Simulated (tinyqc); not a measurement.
Ionisation and resistivity against doping: donors with valley-orbit split 1s states.

Each donor binds at most one electron, in any of its states. For a site s, W_s = sum over its states of g exp(E/kT), and the ionised share is 1/(1 + W_s exp(eta)), eta = (EF - Ec)/kT; n = Nc F_1/2(eta); neutrality n + NA = ND x (mean ionised share); holes are neglected. Nc from N = 2 (m kB T/(4 pi c))^(3/2) with c = hbar^2/2m0, in 1/angstrom^3; times 1e24 for 1/cm^3, m = md. F_j(eta) = (1/Gamma(j + 1)) integral_0^infinity x^j dx/(1 + exp(x - eta)), which tends to exp(eta) for eta << 0.

Mobility (Caughey-Thomas form): mu = mu0 + (mu1 (T/300)^(-ga) - mu0)/(1 + ((ND + NA)/Nr)^de); rho = 1/(e n mu), e = 1.602176634e-19 C.

Constants: hbar^2/2m0 = 3.80998211 eV angstrom^2; kB = 8.617333262e-05 eV/K.

Inputs chosen for the exercise (near those of P in Si; shifted at random, so the results belong to these values and not to a real crystal): md = 1.083 m0 (density-of-states mass of the conduction band); E = (47.4, 35.6, 34) meV (binding energies of 1s(A1), 1s(T2), 1s(E)); g = (2, 6, 4) (their degeneracies with spin); T = 300 K; mu0 = 69 cm^2/(V s) (mobility at heavy doping); mu1 = 1454 cm^2/(V s) (mobility at light doping and 300 K); Nr = 9.1e+16 1/cm^3 (reference doping); de = 0.72 (doping exponent); ga = 2.3 (temperature exponent).

NA = 0.

Results:
```
ND (1/cm^3)  n (1/cm^3)   n/ND  mu (cm^2/(V s))  rho (ohm cm)  rho at full ionisation
1.0e+14        1.00e+14  1.000             1444          43.2                    43.2
1.0e+15        9.98e+14  0.998             1402          4.46                    4.45
1.0e+16        9.83e+15  0.983             1219         0.521                   0.512
3.0e+16        2.85e+16  0.951             1024         0.214                   0.203
1.0e+17        8.65e+16  0.865              738        0.0978                  0.0846
3.0e+17        2.16e+17  0.719              481        0.0602                  0.0432
1.0e+18        5.16e+17  0.516              278        0.0435                  0.0224
2.0e+18        8.08e+17  0.404              204        0.0379                  0.0153
```

How do the results move, and what explains it?

From 1e16 to 1e18 1/cm^3 rho falls by a factor 12, not 100: the mobility takes a factor 4.38 and incomplete ionisation 1.91. n/ND is below 0.9 from 1e+17 1/cm^3 on. From a few times 1e18 1/cm^3 on, depending on the dopant, the levels merge with the band, and already below that screening lowers the binding energy, so the last rows understate n.

(tinyqc, `OMP_NUM_THREADS=1 python tinyqc.py 1652784 1652785 out.jsonl`, Intel(R) Xeon(R) Processor @ 2.30GHz, 1 thread, shared host, about 0.01 s.)
